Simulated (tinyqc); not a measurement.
Valence-band offset from core levels (Kraut method), with the dipole against the affinity rule: two steps of the calculation.

Binding energies are counted downwards from the Fermi level. dEv > 0 means that the valence edge of B lies below that of A, dEc > 0 that the conduction edge of B lies above that of A; dEc + dEv = EgB - EgA. The spectra are made-up values treated as data.

Parameters, values chosen for the exercise; gaps and affinities close to those of In0.53Ga0.47As (A) and silicon dioxide (B): gap of the substrate A EgA = 0.74 eV; gap of the overlayer B EgB = 9.15 eV; electron affinity of A chiA = 4.49 eV; electron affinity of B chiB = 0.91 eV; core level of bare A cA = 37.61 eV; core level of thick B cB = 102.8 eV; valence-band maximum of thick B vB = 2.77 eV; relative permittivity inside the dipole layer ei = 4.4; thickness of the dipole layer dd = 0.17 nm; core level of A under a thin film of B iA = 37.95 eV; core level of B in that thin film iB = 105.23 eV.

Constants: q = 1.602176634e-19 C, eps0 = 8.8541878128e-14 F/cm where lengths are in cm. Results are converted to the units shown.

Question 1. Offsets. dEv = (iB - iA) - (cB - vB) + (cA - vA), dEc = EgB - EgA - dEv.

vA = 0.3 eV

Wanted: cA - vA; cB - vB; iB - iA; dEv; dEc.

Answer 1.

cA - vA = 37.310 eV
cB - vB = 100.03 eV
iB - iA = 67.280 eV
dEv = 4.5600 eV
dEc = 3.8500 eV

The alignment is type I (straddling). Both offsets exceed 1 eV, the usual requirement for a gate dielectric. A rigid shift of all levels, by charging or doping, cancels in the differences.

Question 2. Interface dipole. The affinity rule gives dEc(0) = chiA - chiB; the dipole step is D = dEc - dEc(0), and two sheets of opposite charge dd apart hold N = eps0 ei |D|/(q dd).

dEc = 3.85 eV

Give: dEc(0); D; N; field in the dipole layer.

Answer 2.

dEc(0) = 3.5800 eV
D = 0.27000 eV
N = 3.8619e13 cm^-2
field in the dipole layer = 15.882 MV/cm

N is 0.055 elementary charges for each of about 7e14 surface atoms per cm^2.

tinyqc, about 0.01 s, one thread, Intel Xeon 2.30GHz (shared host): `OMP_NUM_THREADS=1 python tinyqc.py 2410106 2410107 out.jsonl`
